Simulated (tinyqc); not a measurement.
From results back to parameters: Koster-Slater impurity in an sp3s* host.

Problem. In the Koster-Slater model a defect shifts the s level of its site by Vs and the p levels by Vp; an A1 level solves 1/Vs = G_s(E) and a T2 level 1/Vp = G_p(E), E from the top of the valence band. A defect has an A1 level at E = 0.1476 eV, one of the energies of the table, and a T2 level at 1.0334 eV.

G(E) of the host (1/eV):
```
E (eV)         G_s         G_p
0.0000  -0.0698690   0.0997235
0.1476  -0.0824022   0.0642445
0.2953  -0.0967601   0.0369528
0.4429  -0.1136221   0.0125212
0.5905  -0.1340369  -0.0115016
0.7381  -0.1597705  -0.0371548
0.8858  -0.1941738  -0.0672407
1.0334  -0.2449205  -0.1075330
1.1810  -0.3372246  -0.1767355
```

Find: Vs, Vp.

Solution. Read G_s and G_p at the two energies and invert them. Vs is attractive and pulls its level down from the conduction bands. Vp is attractive and pulls its level down from the conduction bands.

Vs, Vp (eV): -12.1  -9.3

tinyqc: `OMP_NUM_THREADS=1 python tinyqc.py 1452340 1452341 out.jsonl`; about 0.05 s, one thread, shared Intel(R) Xeon(R) Processor @ 2.30GHz.
